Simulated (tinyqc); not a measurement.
A transmission-line measurement read back: specific resistance of a metal-semiconductor contact and its transmission-line measurement. Computed by tinyqc, a small Python program. Command: `OMP_NUM_THREADS=1 python tinyqc.py 3010749 3010750 out.jsonl contact walk`. One thread of a shared host (Intel(R) Xeon(R) Processor @ 2.30GHz), about 0.01 s of CPU time with the checks.

The barrier is parabolic (depletion approximation), energies E are normal energies counted from the band edge in the neutral semiconductor (downwards for holes), and the bias is zero. xi is an input, held fixed when other inputs move.

Inputs (values chosen for the exercise, modelled on n-type In0.53Ga0.47As):
```
quantity                                           value          unit
tunnelling mass m                                  0.042           m_0
permittivity eps                                    13.9             -
Richardson constant A*                              5.18  A/(cm^2 K^2)
barrier height phi_B                                0.26            eV
doping N                                         4.2e+18        1/cm^3
Fermi level above the band edge in the bulk, xi     0.16            eV
temperature T                                         77             K
sheet resistance R_sh                                 93           ohm
contact length d                                     1.9    micrometre
contact width W                                      2.2    micrometre
```

Image-force lowering: included.

Constants: hbar = 1.054571817e-34 J s; eps_0 = 8.8541878128e-12 F/m; m_0 = 9.1093837015e-31 kg; k_B = 8.617333262e-05 eV/K; e = 1.602176634e-19 C.

Method:
- E_00 = (e hbar/2) sqrt(N/(eps eps_0 m)); band bending E_b = phi_B + xi; depletion width w = sqrt(2 eps eps_0 E_b/(e^2 N)). Image lowering d_phi = (e^3 N E_b/(8 pi^2 (eps eps_0)^3))^(1/4) (E_b in volts), and E_b - d_phi replaces E_b everywhere except in w.
- WKB transmission for E < E_b, with a = E/E_b: D = exp{-(E_b/E_00) [sqrt(1 - a) - a ln((1 + sqrt(1 - a))/sqrt(a))]}; D = 1 above.
- At zero bias 1/rho_c = (e A*/k_B^2) int D(E) f(E) dE, f = 1/(1 + exp((E - xi)/k_B T)); 200 Gauss-Legendre points from 0 to E_b, and k_B T ln(1 + exp((xi - E_b)/k_B T)) for the part above the barrier; the share of tunnelling is the part below.
- Transmission-line model: transfer length L_T = sqrt(rho_c/R_sh); R_c = (R_sh L_T/W) coth(d/L_T). Limits: rho_c/(W d) for d << L_T, sqrt(rho_c R_sh)/W for d >> L_T.
- Transmission-line model: transfer length L_T = sqrt(rho_c/R_sh); R_c = (R_sh L_T/W) coth(d/L_T). Two contacts a gap s apart give R = 2 R_c + R_sh s/W. A straight-line fit gives R_sh from the slope and R_c from the intercept; the simple reading takes L_x = R_c W/R_sh as the transfer length and rho_c = R_sh L_x^2.

R_c W = 45.2429 ohm micrometre

contact resistance R_c = 20.5650 ohm

specific contact resistance rho_c = 2.19745e-07 ohm cm^2

Resistances:
```
gap s (micrometre)  R (ohm)
0.49                  61.84
0.97                  82.13
1.90                 121.45
3.90                 205.99
7.80                 370.86
```

L_x = 0.48648 micrometre

rho_c by the simple reading = 2.2010e-07 ohm cm^2

simple reading over true value = 1.0016

What does the comparison show, and why?

The simple reading is right, since coth(d/L_T) is 1 for so long a contact.
